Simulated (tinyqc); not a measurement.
Worked calculation: Rayleigh-quotient iteration on a symmetric matrix. One step of it, computed by the program tinyqc.

Problem. Step 1. solve (A - shift) w = v; v' = w/|w| with its largest component positive (the first on a tie); lambda = v'^T A v'; the next shift is lambda.

A:
$$\begin{pmatrix}
0.891000 & -0.155000 & 0.134000 \\
-0.155000 & 1.503000 & 0.034000 \\
0.134000 & 0.034000 & 1.751000
\end{pmatrix}$$

vector v at the start: [0.577350, 0.577350, 0.577350]

shift = 1.470000

Give: vector after step 1; Rayleigh quotient after step 1.

Solution.

vector after step 1: [-0.307, 0.882, 0.356]

Rayleigh quotient after step 1 = 1.553
